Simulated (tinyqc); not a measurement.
Inside a calculation. Model: elastic strain and critical thickness of a cubic alloy layer A(1-x)B(x) on a thick substrate. Computed by tinyqc, a small Python program that keeps every step. Command: `OMP_NUM_THREADS=1 python tinyqc.py 3016308 3016309 out.jsonl misfit walk`. One thread of a shared host (Intel(R) Xeon(R) Processor @ 2.30GHz), about 0.01 s of CPU time with the checks. Intermediate numbers are printed to about 6 digits and carried at full precision; extremes and crossings named in words are read from the listed rows.

Strain is positive in tension. The layer is coherent with the substrate unless said otherwise.

Inputs (values chosen for the exercise, modelled on GaAs(1-x)Sb(x) on GaAs): fraction x of B = 0.36; lattice constant a_A = 5.653 angstrom; lattice constant a_B = 6.096 angstrom; substrate lattice constant a_S = 5.653 angstrom; layer thickness h = 180 nm; biaxial modulus of the substrate M_S = 128 GPa; substrate thickness t_S = 200 micrometre; wafer diameter W = 150 mm; X-ray wavelength = 1.540593 angstrom; start of the iteration h0/b = 100.

Growth plane: (001). Layer: buried under a thick cap. Misfit dislocation: 60-degree.

C11, C12, C44 of A (GPa): [116.7, 54.49, 60.13]

C11, C12, C44 of B (GPa): [88.15, 40.21, 43.23]

## Alloy by Vegard's rule, and misfit

a = (1 - x) a_A + x a_B, the same rule for each C_ij; misfit f = (a_S - a)/a, the in-plane strain of the coherent layer.

free lattice constant a = 5.81248 angstrom

elastic constants (GPa): C11 106.4220, C12 49.3492, C44 54.0460

misfit f = -0.0274375

The layer is compressed in the plane by 2.74 %.

## Biaxial strain, stress and energy

(001): D = 2 C12/C11, M = C11 + C12 - 2 C12^2/C11. The free surface carries no normal stress, so e_perp = -D f; dV/V = 2 f + e_perp; stress = M f; energy per area = M f^2 h (1 GPa nm = 1 J/m^2).

ratio D = 0.927425

normal strain e_perp = 0.0254462

volume strain dV/V = -0.0294288

biaxial modulus M = 110.004 GPa

in-plane stress = -3.01822 GPa

strain energy per area = 14.9063 J/m^2

Caution: above about 2 % misfit, linear elasticity is rough and compressed layers tend to form islands before dislocations.

## Symmetric X-ray reflection

Reflection 004: d = a_perp/sqrt(16), with a_perp = a (1 + e_perp) for the coherent layer, a for the relaxed layer and a_S for the substrate; sin(theta) = lambda/(2 d).

Bragg angles:
```
crystal         a_perp (angstrom)  theta (degrees)  from substrate (arcsec)
substrate                 5.65300          33.0283                     0.00
coherent layer            5.96039          31.1275                 -6842.93
relaxed layer             5.81248          32.0121                 -3658.33
```

peak separation of the coherent layer = -6842.93 arcsec

The coherent layer lies 1.87 times as far from the substrate peak as a relaxed one, about 1 + D = 1.93: reading its peak as relaxed would overstate the mismatch by that factor.

## Isotropic constants and the prefactor A

Voigt averages: G = (C11 - C12 + 3 C44)/5, B = (C11 + 2 C12)/3, nu = (3 B - 2 G)/(2 (3 B + G)); b = a/sqrt(2). The 60-degree dislocation has cos alpha = 1/2, and cos lambda = 1/2 on (001). Matthews-Blakeslee: h_c = A [ln(h_c/b) + 1], A = b (1 - nu cos^2 alpha)/(4 pi |f| (1 + nu) cos lambda), the factor 4 pi being that of a buried layer, with a dislocation at both interfaces.

shear modulus G = 43.84216 GPa

Poisson ratio nu = 0.235851

Burgers vector b = 0.411004 nm

prefactor A = 1.81536 nm

## Critical thickness by fixed-point iteration

Start at h0, put the right side back in, and stop when the change is below 1e-9 h or h turns negative.

Iteration:
```
step  h in (nm)  h out (nm)   change (nm)
1       41.1004     10.1754  -3.09250e+01
2       10.1754      7.6411  -2.53433e+00
3        7.6411      7.1211  -5.19982e-01
4        7.1211      6.9931  -1.27941e-01
5        6.9931      6.9602  -3.29123e-02
6        6.9602      6.9517  -8.56390e-03
7        6.9517      6.9494  -2.23500e-03
...         ...         ...           ...
11       6.9487      6.9487  -1.04080e-05
12       6.9487      6.9486  -2.71911e-06
13       6.9486      6.9486  -7.10378e-07
14       6.9486      6.9486  -1.85589e-07
15       6.9486      6.9486  -4.84858e-08
16       6.9486      6.9486  -1.26671e-08
17       6.9486      6.9486  -3.30932e-09
```

critical thickness h_c (Matthews-Blakeslee) = 6.94865 nm

Converged; near the root each step shrinks the error by A/h_c = 0.261. h_c is 16.9 Burgers vectors.

## Equilibrium strain at the thickness h

For h > h_c the same force balance gives the strain left, |e| = |f| A [ln(h/b) + 1]/h, and below h_c e = f; relaxation = 1 - e/f; dislocations per length across each line direction = (|f| - |e|)/(b cos lambda).

strain left e = -0.00195974

relaxation = 92.8575 %

dislocation line density = 123.978 1/micrometre

h is 25.90 h_c: in equilibrium dislocations lie 8.07 nm apart; slow nucleation and glide can keep a real layer more strained.

## Wafer curvature of the coherent layer

Stoney: curvature = 6 |stress| h/(M_S t_S^2); radius = 1/curvature; bow = curvature W^2/8.

curvature = 0.636656 1/m

radius of curvature = 1.57071 m

bow = 1790.60 micrometre

Caution: the curvature assumes a coherent layer, but h exceeds h_c. Caution: a bow above a fifth of the wafer thickness is beyond Stoney's small-deflection limit.

## Force balance against energy balance

People-Bean: h_c = P ln(h_c/b), P = (1 - nu)/(1 + nu) b^2/(16 pi sqrt(2) a f^2). The misfit is scaled by 0.25, 0.4, 0.6, 1, 1.5, 2.2 at fixed a, b and nu; the upper root is taken, and rows with A < 1.3 b or P < 3 b, where the roots shrink to the core size or vanish, are left out.

Critical thickness:
```
|f| (%)  Matthews-Blakeslee (nm)  People-Bean (nm)    ratio
0.68594                  40.6154           364.710  8.97959
1.09750                  22.7553           118.951  5.22740
1.64625                  13.6165            43.480  3.19317
2.74375                   6.9486            11.054  1.59082
4.11563                   3.9483             2.933  0.74276
```

The exponents d ln h_c/d ln f are -1.23 and -2.38 between the first rows, steeper than the -1 and -2 of the prefactors because of the logarithm. The ratio falls from 8.98 to 0.743 as the misfit grows, so the two criteria cross. Where People-Bean lies above, a layer between the lines is metastable: dislocations would lower the energy but have to be nucleated; where it falls below, it is out of its range. People-Bean has no form for a buried layer. Above about 2 % misfit islands may come first.

Checks made by the program: D and M against the full stiffness tensor (relative difference below 1e-10); h_c against the Lambert function, -A W_(-1)(-b/(A e)) (relative difference 2e-10).
